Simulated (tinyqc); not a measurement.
Inside a calculation. Model: scattering of inversion-layer electrons by surface optical phonons of the gate insulator (remote phonon scattering). Computed by tinyqc, a small Python program that keeps every step. Command: `OMP_NUM_THREADS=1 python tinyqc.py 3114146 3114147 out.jsonl sophonon walk`. One thread of a shared host (Intel(R) Xeon(R) Processor @ 2.30GHz), about 0.02 s of CPU time with the checks. Intermediate numbers are printed to about 5 digits and carried at full precision; extremes and crossings named in words are read from the listed rows.

One subband with the Fang-Howard envelope; insulator and channel are half-spaces, the gate is far away, and an interlayer only moves the polar surface away by t (its own modes and its permittivity contrast are left out).

Inputs (values chosen for the exercise, modelled on HfO2 on germanium):
```
quantity                                 value        unit
static constant of the insulator eps_0s   21.7           -
intermediate constant eps_i               6.57           -
optical constant eps_inf                  4.98           -
hbar omega_TO1                            12.2         meV
hbar omega_TO2                              48         meV
constant of the channel eps_s             16.2           -
in-plane mass m                          0.121         m_0
valleys g_v                                  4           -
sheet density n                          1e+12      1/cm^2
mean distance of the electrons z0 = 3/b    1.5          nm
interlayer thickness t                       0          nm
temperature T                              350           K
electron energy E                           76         meV
mobility from other processes              430  cm^2/(V s)
```

Screening by the channel electrons: static.

Constants: k_B = 8.617333262e-05 eV/K; hbar^2/(2 m_0) = 3.80998212 eV angstrom^2; e^2/(4 pi eps_0) = 14.39964548 eV angstrom; hbar = 6.582119569e-16 eV s; e = 1.602176634e-19 C; m_0 = 9.1093837015e-31 kg.

## Surface modes and strengths

eps(w) = eps_inf + (eps_0s - eps_i) w1^2/(w1^2 - w^2) + (eps_i - eps_inf) w2^2/(w2^2 - w^2). Surface modes solve eps(w) + eps_s = 0, a quadratic in w^2; the strength of a mode is g = 2/(w d eps/dw). Occupation N = 1/(exp(hbar w/(k_B T)) - 1).

hbar omega_SO (meV): 1 15.714, 2 49.852

strengths g: 1 0.017236, 2 0.003593

occupations N: 1 1.4626, 2 0.2369

hbar omega g (2 N + 1) (meV): 1 1.0631, 2 0.2640

The lower mode has the larger hbar omega g N, the prefactor of absorption before the dependence on q: 0.396 and 0.0424 meV.

## The electron gas

Density of states D = g_v m/(pi hbar^2); eta = E_F/(k_B T) = ln(exp(n/(D k_B T)) - 1); screening wave number q_s = e^2 D/(2 eps_0 eps_avg) x 1/(1 + exp(-eta)), eps_avg = (eps_s + eps_inf)/2; b = 3/z0.

D = 2.0218e+14 1/(eV cm^2)

eta = -1.7248

q_s = 0.26126 1/nm

b = 2 1/nm

## Squared matrix elements

For a mode of strength g, without the occupation factor, Area x |M(q)|^2 = e^2 hbar w g/(2 eps_0 q) x (b/(b + q))^6 exp(-2 q t) / (1 + (q_s/q) H(q))^2, H = (1 + 9 x/8 + 3 x^2/8)/(1 + x)^3, x = q/b.

Area x |M|^2 (meV^2 nm^2):
```
q (1/nm)  (b/(b + q))^6  exp(-2 q t)  mode 1  mode 2
0.05            0.86230            1  1177.9   779.1
0.10            0.74622            1  1594.9  1055.0
0.20            0.56447            1  1574.9  1041.7
0.30            0.43233            1  1260.0   833.4
0.50            0.26214            1   705.9   466.9
0.80            0.13281            1   292.3   193.3
1.20            0.05960            1   101.3    67.0
```

## Rates at the energy E

Approximate momentum relaxation rate, taking tau v alike in the initial and final states: 1/tau = (m/(2 pi hbar^3)) sum over modes and over absorption (N, E' = E + hbar w) and emission (N + 1, E' = E - hbar w > 0) of [(1 - f(E'))/(1 - f(E))] int_0^(2 pi) Area |M(q)|^2 (1 - cos theta) d theta, q^2 = k^2 + k'^2 - 2 k k' cos theta, f the Fermi function; 48 midpoints in theta from 0 to pi.

rates (1/ps): mode 1 absorption 0.9967, mode 1 emission 2.0342, mode 2 absorption 0.0878, mode 2 emission 0.8485

tau at E = 252.07 fs

## Mobility

mu = (e/m) int tau E f (1 - f) dE/(k_B T int f dE), by 300 midpoints from 0 to (max(eta, 0) + 14) k_B T; Matthiessen sum with the other processes.

remote-phonon mobility = 3640.2 cm^2/(V s)

total mobility = 384.57 cm^2/(V s)

loss of mobility = 10.564 %

Caution: a relaxation time is only an approximation for inelastic scattering, and static or no screening brackets the true dynamic screening only roughly.

## What an interlayer buys

The formulas are those given above.

Against the interlayer thickness:
```
t (nm)  remote-phonon mobility (cm^2/(V s))  total (cm^2/(V s))
0.0                                    3640              384.57
0.3                                    5475              398.69
0.6                                    8117              408.37
1.0                                   13306              416.54
1.5                                   23336              422.22
2.0                                   38516              425.25
3.0                                   90198              427.96
```

1 nm of interlayer raises the remote-phonon mobility by a factor 3.66, as exp(2 q t) with an effective q of 0.65 per nm; between 2 and 3 nm the effective q is 0.43. The total goes from 385 to 417 over the first nanometre.

Checks made by the program: sum of strengths against 1/(eps_s + eps_inf) - 1/(eps_s + eps_0s) (relative difference below 1e-10).
